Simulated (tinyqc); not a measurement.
Worked calculation: Ewald sum of point charges, fluorite lattice. Computed by tinyqc, a small Python program that keeps every step. Command: `OMP_NUM_THREADS=1 python tinyqc.py 27243 27244 out.jsonl` (the two numbers bound the seeds that draw the settings). One thread of a shared host (Intel(R) Xeon(R) Processor @ 2.60GHz), about 0.05 s of CPU time with the checks.

## Ewald sum with eta = 0.447 1/bohr

cell vectors (rows) (bohr):
$$\begin{pmatrix}
0.000000 & 3.365000 & 3.365000 \\
3.365000 & 0.000000 & 3.365000 \\
3.365000 & 3.365000 & 0.000000
\end{pmatrix}$$

Charges:
```
q                f1        f2        f3
2.000000   0.000000  0.000000  0.000000
-1.000000  0.250000  0.250000  0.250000
-1.000000  0.750000  0.750000  0.750000
```

Real space: 1/2 sum q_i q_j erfc(eta r)/r over all images with r > 0; reciprocal space: (2 pi/V) sum_(G != 0) exp(-G^2/4 eta^2)/G^2 |S(G)|^2 with S(G) = sum q exp(i G.r); self term -eta/sqrt(pi) sum q^2; background -pi Q^2/(2 V eta^2), Q the total charge.

Real-space shells (first ones):
```
r (bohr)  pairs  sum (hartree)
2.914175     16      -0.359320
3.365000     12       0.059561
4.758829     36       0.019873
5.580221     48      -0.003608
5.828351     16       0.000315
6.730000     18       0.000056
7.333847     48      -0.000023
7.524369     48       0.000006
8.242533     72       1.64e-06
8.742526     64      -2.39e-07
9.517657     36       6.74e-09
9.953804     96      -3.02e-09
```

Reciprocal shells (first ones that count):
```
G^2 (1/bohr^2)  vectors  sum (hartree)
2.614875              8       0.038283
3.486499              6       0.028944
9.587873             24       0.000005
10.459498             8       2.09e-06
16.560872            24       4.79e-10
17.432497            24       6.12e-10
```

## The total does not depend on eta

The same sums for other eta.

Totals (hartree per cell):
```
eta            real  reciprocal       self  background        total
0.447000  -0.283138    0.067234  -1.513156    0.000000  -1.72906021
0.795000  -0.005496    0.967620  -2.691184    0.000000  -1.72906021
1.006000  -0.000183    1.676571  -3.405448    0.000000  -1.72906021
```

shortest distance = 2.914175 bohr

Madelung constant -E d / (formula units |q+ q-|) = 2.519392
